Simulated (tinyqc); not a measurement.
# Mass and degeneracy from charge and saturation current

Problem. At high drain voltage only states moving towards the drain are filled: I = gv (2 q^2/h) Vt ln(1 + exp eta) and n = (N0/2) F_(-1/2)(eta), N0 = gv sqrt(2 m kB T/pi)/hbar, F_(-1/2)(x) = (1/sqrt(pi)) int_0^infinity u^(-1/2)/(1 + exp(u - x)) du. Find eta and m.

Inputs (values chosen for the exercise): temperature T = 250 K; valley degeneracy gv = 1.

Constants: q = 1.602176634e-19 C, kB = 1.380649e-23 J/K, hbar = 1.054571817e-34 J s, h = 6.62607015e-34 J s, m0 = 9.1093837015e-31 kg, Vt = kB T/q. Results are converted to the units shown.

n = 2.1929929e6 cm^-1
I = 7.7115286 uA

Solution. In one dimension the current holds no mass, so it gives eta directly; n then gives m.

eta = 4.61
m = 0.191 m0

Numbers from tinyqc (`OMP_NUM_THREADS=1 python tinyqc.py 2400149 2400150 out.jsonl`; about 0.06 s on one thread of a shared Intel Xeon 2.30GHz).
